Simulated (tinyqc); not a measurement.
Inversion-layer mobility, back-scattering and ballistic limit of a field-effect transistor: one step, computed by the program tinyqc. Command: `OMP_NUM_THREADS=1 python tinyqc.py 3031189 3031190 out.jsonl mos walk`. One thread of a shared host (Intel(R) Xeon(R) Processor @ 2.30GHz), about 0.01 s of CPU time with the checks.

The charge at the top of the source barrier is fixed by the gate; series resistance and short-channel effects are left out. F_j are Fermi integrals normalised to exp(eta) in the classical limit.

Question. Ballistic limit. F_j(eta) = (1/Gamma(j + 1)) int_0^infinity x^j/(1 + exp(x - eta)) dx, F_0 = ln(1 + exp(eta)). Integrals over x = E/(k_B T) use 160 Gauss-Legendre points in u = sqrt(x) from 0 to sqrt(max(eta, 0) + 32). Ballistic channel: N_2D = g_v m k_B T/(pi hbar^2), U = e V_D/(k_B T); eta_F solves N_inv = (N_2D/2)[F_0(eta_F) + F_0(eta_F - U)]; v_T = sqrt(2 k_B T/(pi m)); I/W = e (N_2D/2) v_T [F_1/2(eta_F) - F_1/2(eta_F - U)]; injection velocity v_T F_1/2(eta_F)/F_0(eta_F).

Inputs (values chosen for the exercise, modelled on a silicon p-channel):

| quantity | value | unit |
|---|---|---|
| transport mass m | 0.29 | m_0 |
| valley degeneracy g_v | 1 | - |
| drain voltage V_D | 1.1 | V |
| temperature T | 300 | K |

Statistics at the top of the barrier: Fermi-Dirac.

inversion density N_inv = 2.155276e+12 1/cm^2

Constants: m_0 = 9.1093837015e-31 kg; k_B = 1.380649e-23 J/K; hbar = 1.054571817e-34 J s; k_B = 8.617333262e-05 eV/K; e = 1.602176634e-19 C.

Give: N_2D; eta_F; thermal velocity v_T; injection velocity; ballistic current I/W.

Answer.

N_2D = 3.132e+12 1/cm^2

eta_F = 1.085

thermal velocity v_T = 0.9991 1e7 cm/s

injection velocity = 1.209 1e7 cm/s

ballistic current I/W = 417.3 microampere/micrometre

Degeneracy raises the injection velocity by a factor 1.21.
